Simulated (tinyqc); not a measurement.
# From saturation field B_sat back to antiferromagnetic coupling J1

Model: two coupled magnetic layers: synthetic antiferromagnet, spin flop, exchange bias and magnetoresistance. Computed by tinyqc, a small Python program. Command: `OMP_NUM_THREADS=1 python tinyqc.py 3019467 3019468 out.jsonl saf inv`. One thread of a shared host (Intel(R) Xeon(R) Processor @ 2.30GHz), about 0.4 s of CPU time with the checks.

Moments lie in the plane at the angles p1, p2 from the field. Energy per area: E = J1 cos(p1 - p2) + J2 cos^2(p1 - p2) - B M_s (t1 cos p1 + t2 cos p2) + K (t1 sin^2 p1 + t2 sin^2 p2).

Inputs (values chosen for the exercise, for a model stack):
```
quantity                         value    unit
saturation magnetisation M_s       874    kA/m
thickness t1                       1.7      nm
thickness t2                       1.3      nm
biquadratic coupling J2              0  mJ/m^2
in-plane anisotropy K              5.1  kJ/m^3
field over the saturation field   0.78       -
```

Field direction: along the easy axis.

Method. The parallel state is stable while the Hessian at p1 = p2 = 0 is positive: with c = J1 + 2 J2 and u = B M_s + 2K, (u t1 - c)(u t2 - c) > c^2, so B_sat M_s = c (1/t1 + 1/t2) - 2K. B_K = 2K/M_s.

Task: A run gave the result below. Find the antiferromagnetic coupling J1, known to lie between 0.065 and 0.1 mJ/m^2.

saturation field B_sat = 101.3999 mT

Result:

Each step takes the trial c = (a f_b - b f_a)/(f_b - f_a), f being the result less the target and a, b, c the logarithms of the listed values; c replaces end b, the old b replaces a if the sign of f changed, and otherwise f_a is halved.

Scan of the range:
```
antiferromagnetic coupling J1 (mJ/m^2)  saturation field B_sat (mT)
0.0650                                                       89.285
0.0698                                                       96.740
0.0750                                                      104.817
0.0806                                                      113.515
0.0866                                                      122.834
0.0931                                                      132.929
0.1000                                                      143.646
```

False position (Illinois rule, in the logarithm of the input) inside the bracket:
```
step      end a      end b      trial  saturation field B_sat (mT)
1     0.0698000  0.0750000  0.0727543                      101.329
2     0.0750000  0.0727543  0.0727993                      101.399
3     0.0750000  0.0727993  0.0728006                      101.401
4     0.0727993  0.0728006  0.0728000                      101.400
```

Saturation field B_sat rises at every point of a 13-point scan of the range (every second point is shown), so one value fits; it is bracketed by 0.0698 and 0.0750. The scan shows a straight line, so linear interpolation between any two rows gives the answer at once. Answer: antiferromagnetic coupling J1 = 0.07280 mJ/m^2.
